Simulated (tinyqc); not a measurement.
X-ray reflectivity of a thin film on silicon: critical angles, Parratt recursion, fringes and roughness: one step, computed by the program tinyqc.

n = 1 - delta + i beta; the classical electron radius is r_e = 2.8179403e-6 nm. Layer 0 is vacuum, 1 the film, 2 the substrate.

Task: Reflectivity at one angle. k_j = (2 pi/lambda) sqrt(sin^2 theta - 2 delta_j + 2 i beta_j); r_ij = (k_i - k_j)/(k_i + k_j) x exp(-2 k_i k_j sigma^2) (Nevot-Croce); r = (r_01 + r_12 p)/(1 + r_01 r_12 p), p = exp(2 i k_1 d); R = |r|^2.

Inputs (values chosen for the exercise, modelled on copper on silicon, copper K-alpha radiation):
```
quantity                              value     unit
wavelength lambda                   0.15406       nm
film thickness d                       68.8       nm
roughness of the surface sigma_1       0.97       nm
roughness of the interface sigma_2     0.22       nm
grazing angle theta                    1.77  degrees
```

Constants:
```
layer      rho_e (1/nm^3)         delta          beta  critical angle (degrees)  q_c (1/nm)
film             2471.294  2.630608e-05  6.050398e-07                 0.4155906   0.5916475
substrate         711.402  7.572626e-06  1.741704e-07                 0.2229774   0.3174375
```

Give: k_0, k_1, k_2; 1000 r_01; 1000 r_12; p; reflectivity R; q = 4 pi sin(theta)/lambda.

Result:

k_0, k_1, k_2 (1/nm): 1.260  1.224+0.001i  1.250

1000 r_01 = 0.7781-0.0199i

1000 r_12 = -8.779+0.211i

p = 0.3593-0.8176i

reflectivity R = 5.718e-05

q = 4 pi sin(theta)/lambda = 2.519 1/nm
